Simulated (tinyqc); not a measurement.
Shockley state of an s-p chain by decimation, step by step. Values are carried at full precision from step to step, so a last printed digit may differ when a step is redone from the rounded ones.

Each site has s at -d/2 and p at +d/2: H0 = diag(-d/2, d/2). The block to the next site on the right is H1 = [[-ts, u], [-u, tp]] (rows s, p of site n; columns s, p of site n + 1). Bulk: H(k) = [[-d/2 - 2 ts cos k, 2i u sin k], [-2i u sin k, d/2 + 2 tp cos k]]. The bands are inverted at k = pi if d < 2 (ts + tp).

Inputs chosen for the exercise: d = 2.6 eV (Ep - Es); ts = 1.35 eV (s-s hopping); tp = 1.79 eV (p-p hopping); u = 1.23 eV (s-p hopping); E = -0.01 eV (energy); eta = 0.05 eV (broadening).

## Bulk bands

Levels and s weight of the lower band at k = j pi/6.

Bands:
```
k/pi   lower (eV)  upper (eV)  s weight, lower
0.000     -4.0000      4.8800            1.000
0.167     -3.8223      4.5844            0.978
0.333     -3.3543      3.7943            0.901
0.500     -2.7824      2.7824            0.734
0.667     -2.3675      1.9275            0.437
0.833     -2.2592      1.4971            0.122
1.000     -2.2800      1.4000            0.000
```

The lower band is s-like at k = 0 and p-like at pi: the bands are inverted, and the gap is a hybridisation gap that can hold a Shockley state.

## First round of decimation

Decimation (Sancho-Rubio) at z = E + i eta: start with es = e = H0, A = H1, B = H1^T. Each round forms g = (z - e)^-1 and sets es += A g B, e += A g B + B g A, A = A g A, B = B g B, doubling the length covered. Stop when all |A| < 1e-10. Surface G = (z - es)^-1, bulk G = (z - e)^-1; densities -Im tr G/pi.

Carry out one round.

g (1/eV):
```
                s                p
s  0.7740-0.0300i           0.0000
p          0.0000  -0.7622-0.0291i
```

es (eV):
```
                 s                p
s  -1.0425-0.0987i  -0.3930-0.1139i
p  -0.3930-0.1139i   0.0287-0.1386i
```

e (eV):
```
                 s                p
s  -0.7851-0.1974i           0.0000
p           0.0000  -1.2426-0.2772i
```

A (eV):
```
                s                p
s  2.5639-0.0107i  -2.9635-0.0142i
p  2.9635+0.0142i  -3.6134-0.0478i
```

## Course of the decimation

All rounds.

Rounds:
```
round  sites covered  largest |A| (eV)  surface density (1/eV)
1                  2              3.61                 1.00349
2                  4              1.29                 0.44677
3                  8            0.0303                 0.40722
4                 16          1.22e-05                 0.40721
5                 32          8.50e-13                 0.40721
```

surface G (1/eV):
```
                 s                p
s   2.6340-0.7281i  -2.1582+0.6268i
p  -2.1582+0.6268i   1.7224-0.5512i
```

densities (1/eV): surface 0.40721, bulk 0.00535

Converged in 5 rounds. E lies inside the bulk gap (-2.259 to 1.400 eV); once |A| is small it falls roughly as its square in each round, up to a factor. The surface density is 76 times the bulk one, owing to the broadened Shockley level, which peaks near -0.18 eV.

## Checks

- Surface G against the Dyson relation G = (z - H0 - H1 G H1^T)^-1: they agree to 1e-10 or better.

(tinyqc, `OMP_NUM_THREADS=1 python tinyqc.py 1480333 1480334 out.jsonl`, Intel(R) Xeon(R) Processor @ 2.30GHz, 1 thread, shared host, about 0.3 s.)
